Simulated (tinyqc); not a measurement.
Moment against band filling: Stoner model of a band ferromagnet.

Density of states per atom and spin: flat with a rise to the top, D(e) = (M/W) [1 - sp + 4 sp (e/W + 1/2)^3]. Levels e -/+ I m/2 for up and down spin, m = n_up - n_down, n_up + n_down = nd. At zero temperature e(N) is the energy below which N states lie, and E(m) = sum over spins of integral e D de - I m^2/4.

Values chosen for the exercise:
```
symbol  value  unit  meaning
W       4.7    eV    band width, e from -W/2 to W/2
M       5            states per atom and spin
sp      0.34         shape parameter
I       0.58   eV    Stoner parameter
```

Rigid band, I fixed: a Slater-Pauling curve.

Results:
```
nd   I D(EF)  m (muB)  m_max
3.0    0.477    0.000    3.0
4.0    0.552    0.000    4.0
5.0    0.648    0.000    5.0
6.0    0.758    0.000    4.0
6.5    0.816    0.000    3.5
7.0    0.876    0.000    3.0
7.5    0.937    0.000    2.5
8.0    0.998    0.000    2.0
8.5    1.060    1.500    1.5
9.0    1.122    1.000    1.0
9.5    1.184    0.500    0.5
```

Magnetic fillings among those listed: 8.5, 9.0 and 9.5; the largest moment is 1.50 at nd = 8.5. At 8.5, 9.0 and 9.5 the moment is saturated and follows m_max, changing by one per electron.

Program tinyqc; command `OMP_NUM_THREADS=1 python tinyqc.py 1652032 1652033 out.jsonl`; about 0.1 s on one thread of a shared Intel(R) Xeon(R) Processor @ 2.30GHz.
